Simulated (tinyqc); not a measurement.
Size of the sine basis: hole subbands of a hard-walled well, four-band Luttinger model.

Hole energies are counted downwards from the unstrained band edge, c = hbar^2/2m0. After the usual block transformation one block is H = [[P + Q - Zs, R - i S], [R + i S, P - Q + Zs]] in (heavy, light), with P +/- Q = c [(g1 +/- g2) k^2 + (g1 -/+ 2 g2) kz^2], R = sqrt(3) c gR k^2, S = 2 sqrt(3) c g3 k kz, kz = -i d/dz; axial approximation gR = (g2 + g3)/2. Zs = b (e_par - e_perp) is the shear part of the strain (the hydrostatic part shifts all levels alike and is left out). Basis sqrt(2/L) sin(n pi z/L), n = 1 to N, for each component: kz^2 gives (n pi/L)^2 and the heavy-light block is R delta_nm - 2 sqrt(3) c g3 k D_nm with D_nm = 4 n m/(L (n^2 - m^2)) for n + m odd, 0 otherwise. The other block has the same levels. The split-off band is left out, a severe simplification for a spin-orbit splitting near 0.11 eV.

Constants: hbar^2/2m0 = 3.80998211 eV angstrom^2.

Parameters, chosen for this exercise (near those of InP; the results hold for these values, not for the real material): g1 = 5.05 (Luttinger gamma1); g2 = 1.59 (gamma2); g3 = 2.09 (gamma3); L = 90 angstrom (well width along [001]); Zs = 0 eV (shear strain energy); k = 0.0345 1/angstrom (wave vector in the plane).

The four lowest hole energies at the given k for growing N.

Hole energies (meV):
```
N       E1      E2      E3       E4
2   21.455  38.880  89.524  176.184
3   19.810  34.614  83.196   85.053
4   19.768  34.524  75.156   81.035
6   19.611  34.304  74.602   80.623
10  19.558  34.236  74.428   80.493
20  19.545  34.220  74.384   80.460
40  19.543  34.218  74.378   80.456
80  19.543  34.218  74.377   80.455
```

Is N = 3 enough for 1 meV in the two lowest levels?

Yes: against N = 80, N = 3 errs by up to 0.40 meV in E1 and E2, always upwards, as a variational basis must. Both are within 0.1 meV of N = 80 from N = 6 on; N = 40 and N = 80 differ by 2.5e-04 meV at most.

Computed by tinyqc, a small Python program: `OMP_NUM_THREADS=1 python tinyqc.py 1280996 1280997 out.jsonl` (the numbers bound the seed that draws the inputs); one thread of a shared host (Intel(R) Xeon(R) Processor @ 2.30GHz), about 0.2 s for the whole set of steps.
